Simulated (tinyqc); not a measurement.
Dopant redistribution at a moving silicon-oxide interface during parabolic oxidation: one step, computed by the program tinyqc. Command: `OMP_NUM_THREADS=1 python tinyqc.py 3000538 3000539 out.jsonl segox walk`. One thread of a shared host (Intel(R) Xeon(R) Processor @ 2.30GHz), about 0.01 s of CPU time with the checks.

Uniformly doped silicon is oxidised with x_ox = sqrt(B t); the interface advances into the silicon by alpha x_ox, alpha = 0.44. The dopant does not move in the oxide, and at the interface C(silicon) = m C(oxide).

Problem. Profile below the interface. With the dopant diffusivity D and s = alpha x_ox/(2 sqrt(D t)), in the silicon C = C_B + (C_s - C_B) erfc(y/(2 sqrt(D t)))/erfc(s), y from the original surface. Dopant balance at the interface gives C_s/C_B = 1/[1 + (1/(m alpha) - 1) g], g = sqrt(pi) s exp(s^2) erfc(s). Depths z are counted from the present interface: y/(2 sqrt(D t)) = s + z/(2 sqrt(D t)); take z/(2 sqrt(D t)) = 0, 0.05, 0.1, 0.2, 0.3, 0.5, 0.75, 1, 1.5.

Inputs (values chosen for the exercise, modelled on boron in silicon under steam): temperature T = 1175 C.

diffusion length 2 sqrt(D t) = 1.586876 um

ratio C_s/C_B = 0.3056243

s = 0.4127672

Give: Profile.

Solution.

Profile:

| z/(2 sqrt(D t)) | z (um) | C/C_B |
|---|---|---|
| 0.00 | 0.000 | 0.3056 |
| 0.05 | 0.079 | 0.3634 |
| 0.10 | 0.159 | 0.4186 |
| 0.20 | 0.317 | 0.5206 |
| 0.30 | 0.476 | 0.6109 |
| 0.50 | 0.793 | 0.7558 |
| 0.75 | 1.190 | 0.8758 |
| 1.00 | 1.587 | 0.9432 |
| 1.50 | 2.380 | 0.9915 |

Caution: parabolic growth needs an oxide much thicker than the Deal-Grove length A, which fails for thin films and low temperatures; oxidation-enhanced or retarded diffusion is ignored.
